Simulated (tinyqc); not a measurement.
Hydrogenic impurity: series, fields, screening, photoionisation and donor-acceptor pairs: one step, computed by the program tinyqc.

One isotropic, parabolic band. Effective units: Ry* and a*, in which H = -nabla^2 - 2/r.

Problem. Stark effect and field ionisation. f = e F a*/(2 Ry*) is the field in atomic-like units. 1s shifts by -(9/2) f^2 Ry* (polarisability (9/2) a*^3), the n = 2 levels split linearly by +/- 6 f Ry*; the barrier top lies 4 sqrt(f) Ry* below the band edge and passes 1s at f = 1/16; the tunnelling rate of 1s is (2 Ry*/hbar) (4/f) exp(-2/(3 f)).

Inputs (values chosen for the exercise, for a model semiconductor): electric field F = 6100 V/cm.

Parts treated: electric field and pairs.

a* = 15.73647 angstrom

Ry* = 44.85537 meV

Constants: hbar = 6.582119569e-16 eV s.

Give: f; shift of 1s; linear shift (+/-) of the outer n = 2 levels; barrier lowering; field at which the barrier passes 1s; tunnelling rate of 1s.

Solution.

f = 0.01070

shift of 1s = -0.02311 meV

linear shift (+/-) of the outer n = 2 levels = 2.880 meV

barrier lowering = 18.56 meV

field at which the barrier passes 1s = 35630 V/cm

tunnelling rate of 1s = 4.455e-11 1/s

The barrier lowering is 0.41 Ry*, so the n = 2 levels (0.25 Ry*) are already above the barrier, and their first-order splitting has lost its meaning.
